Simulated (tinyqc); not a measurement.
Short-channel transistor, virtual-source model with series resistance: one step of the calculation.

The current per gate width is the charge at the top of the source barrier (the virtual source) times its velocity times a saturation function; al and be are fitting constants of the model. Units: I in uA/um, Rs in ohm um, so I Rs = 1e-6 I Rs in volts; Q in uC/cm^2, so I = 1e-4 Q vx0 Fsat with vx0 in cm/s.

Task. What the series resistance costs. Intrinsic voltages Vg' = Vgs - I Rs, Vd' = Vds - 2 I Rs. n = n0 + nd Vd', VT = VT0 - dl Vd', Ff = 1/(1 + exp((Vg' - VT + al Vt/2)/(al Vt))), Q = Cinv n Vt ln(1 + exp((Vg' - VT + al Vt Ff)/(n Vt))), Vdsat = (vx0 L/mu)(1 - Ff) + Vt Ff, Fsat = u/(1 + u^be)^(1/be) with u = Vd'/Vdsat, and I = Q vx0 Fsat per width. I0 is the current for Rs = 0. Effective velocity I/Q; transit time L Q/I.

Values chosen for this exercise:

| symbol | value | unit | meaning |
|---|---|---|---|
| T | 350 | K | temperature |
| Cinv | 2.84 | uF/cm^2 | inversion capacitance |
| vx0 | 1.07e7 | cm/s | velocity at the virtual source |
| mu | 120 | cm^2/(V s) | apparent mobility |
| L | 130 | nm | channel length |
| VT0 | 0.321 | V | threshold at zero drain voltage |
| dl | 0.148 | V/V | drain-induced barrier lowering |
| n0 | 1.1 |  | subthreshold factor |
| nd | 0.2 | 1/V | growth of n with drain voltage |
| al | 3.5 |  | threshold shift (in units of Vt) from weak to strong inversion |
| be | 1.8 |  | sharpness of saturation |
| Rs | 250 | ohm um | series resistance of each contact |
| Vgs | 0.6 | V | gate voltage |
| Vds | 0.2 | V | drain voltage |

Constants: q = 1.602176634e-19 C, kB = 1.380649e-23 J/K, Vt = kB T/q. Results are converted to the units shown.

converged I = 109.09497 uA/um
I0 = 164.68523 uA/um

Find: loss against I0; effective velocity; transit time.

Result.

loss against I0 = 33.76 %
effective velocity = 1.382e6 cm/s
transit time = 9.403 ps

tinyqc, about 0.01 s, one thread, Intel Xeon 2.30GHz (shared host): `OMP_NUM_THREADS=1 python tinyqc.py 2380028 2380029 out.jsonl`
